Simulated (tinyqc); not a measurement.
Inside a calculation: model-solid line-up of a strained alloy layer on a substrate. Values are carried at full precision from step to step, so a last printed digit may differ when a step is redone from the rounded ones.

All values of the alloy are linear in x but the gap, Eg(x) = (1 - x) Eg_A + x Eg_B - C x (1 - x), and the valence edge, Ev(x) = (1 - x) Ev_A + x Ev_B + fv C x (1 - x); Ec = Ev + Eg. Ev is the top of the unstrained valence band on a scale common to all materials. In the layer only the Gamma valley of the conduction band is followed, also where an X or L valley would lie lower.

Inputs chosen for the exercise (A near AlAs, B near InAs, substrate near InAs; not measured data):
```
symbol  value           unit      meaning
a       (5.669, 6.049)  angstrom  lattice constant of A, B
Eg      (3.094, 0.415)  eV        gap at Gamma to the s-like level of A, B
Dso     (0.277, 0.39)   eV        spin-orbit splitting of A, B
Ev      (-1.33, -0.59)  eV        top of the unstrained valence band of A, B
ac      (-5.59, -5.07)  eV        conduction deformation potential of A, B
av      (2.5, 0.99)     eV        valence hydrostatic potential of A, B
b       (-2.3, -1.81)   eV        tetragonal shear potential of A, B
d       (-3.4, -3.64)   eV        trigonal shear potential of A, B
C11     (125.4, 82.7)   GPa       of A, B
C12     (54.1, 44.7)    GPa       of A, B
C44     (54.4, 39.8)    GPa       of A, B
C       0.573           eV        bowing of the gap
fv      0                         share of the bowing taken by the valence edge
x       0.63                      fraction of B
a_s     6.049           angstrom  substrate
face    001                       growth face
Eg_s    0.415           eV        lowest gap of the substrate
Ev_s    -0.59           eV        substrate valence edge
```

## Values of the alloy

Interpolate.

Alloy at x (a in angstrom, C11, C12, C44 in GPa, all else in eV):
```
symbol    value
a        5.9084
Eg       1.2727
Dso      0.3482
Ev      -0.8638
ac      -5.2624
av       1.5487
b       -1.9913
d       -3.5512
C11     98.4990
C12     48.1780
C44     45.2020
```

## Strain on the (001) substrate

Coherent growth on a (001) face: e_par = (a_s - a)/a, e_perp = -2 (C12/C11) e_par; exx = eyy = e_par, ezz = e_perp, no shear.

Use the values of the alloy.

e_par = 0.023797
e_perp = -0.023279

strain tensor in the cubic axes:
```
          x         y          z
x  0.023797  0.000000   0.000000
y  0.000000  0.023797   0.000000
z  0.000000  0.000000  -0.023279
```

The layer is under tension in the plane; its volume changes by +2.431 %. Above 2 % only a few nanometres stay coherent, and linear deformation potentials lose accuracy.

## Strained band edges

Strained edges: Ec + ac tr(e); the valence edges are Ev plus the levels of the 6 x 6 matrix of X, Y, Z times spin with -Dso/3 + l exx + m (eyy + ezz) on the diagonal (cyclic), n exy off it, l = av + 2 b, m = av - b, n = sqrt(3) d. Spin-orbit term (Dso/3) L.sigma on X, Y, Z with (L_k)_ij = -i epsilon_kij: <X+|H|Y+> = -i Dso/3, <X+|H|Z-> = Dso/3, <Y+|H|Z-> = -i Dso/3, <Z+|H|X-> = -Dso/3, <Z+|H|Y-> = i Dso/3, <X-|H|Y-> = i Dso/3, and their conjugates; + and - are the spin along z.

Give the hydrostatic shifts, the strain block and the edges.

ac tr(e), av tr(e) (eV): -0.1280  0.0377

strain block (eV), lower triangle:
```
         X        Y       Z
X  -0.0561
Y        0  -0.0561
Z        0        0  0.2251
```

Ec and the three valence edges from the top (eV): 0.2809  -0.6957  -0.9199  -1.2111

strained gap = 0.9766 eV

Strain moves the gap by -296 meV: -166 meV from the volume and -130 meV from the splitting of the valence edge, which always raises the top.

## Offsets against the substrate material

dEc = Ec(substrate) - Ec(layer), dEv = Ev(layer) - Ev(substrate); positive values confine the carrier in the layer. Type I: both of one sign; type II: opposite signs; type III: the gaps do not overlap.

Give also the smallest gap across the interface, min Ec - max Ev.

dEc = -0.4559 eV
dEv = -0.1057 eV

type: I

smallest gap = 0.4150 eV

Both carriers collect in the substrate material; the conduction band takes 81 % of the gap difference. Where the alloy is indirect its X or L edge, left out, lies lower and changes dEc.

## Checks

- Valence edges against the closed form for (001) strain: they agree to 1e-10 or better.

Computed by tinyqc, a small Python program: `OMP_NUM_THREADS=1 python tinyqc.py 1081174 1081175 out.jsonl` (the numbers bound the seed that draws the inputs); one thread of a shared host (Intel(R) Xeon(R) Processor @ 2.30GHz), about 0.02 s for the whole set of steps.
